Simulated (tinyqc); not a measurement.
Critical points: density of states of one tight-binding band on the triangular lattice.

E(k) = -2 t (cos 2 pi k1 + cos 2 pi k2 + cos 2 pi (k1 + k2)); k in fractions of the reciprocal vectors, mesh k_i = j/N with j = 0 .. N-1. Densities are per cell and per spin, so the band holds one state.

Inputs chosen for the exercise: t = 2.21 eV (nearest hopping).

The gradient vanishes at these points by symmetry; the signs of the eigenvalues of the second-derivative matrix give the type.

Critical points:

| point | k | E (eV) | positive | negative | type |
|---|---|---|---|---|---|
| Gamma | (0, 0) | -13.2600 | 2 | 0 | minimum |
| M | (0.5, 0) | 4.4200 | 1 | 1 | saddle |
| K | (0.3333, 0.3333) | 6.6300 | 0 | 2 | maximum |

What does the comparison show?

Gamma is a minimum at -13.260 eV: g has a step there. M is a saddle at 4.420 eV: g diverges logarithmically there. K is a maximum at 6.630 eV: g has a step there.

Program tinyqc; command `OMP_NUM_THREADS=1 python tinyqc.py 1680166 1680167 out.jsonl`; about 0.09 s on one thread of a shared Intel(R) Xeon(R) Processor @ 2.30GHz.
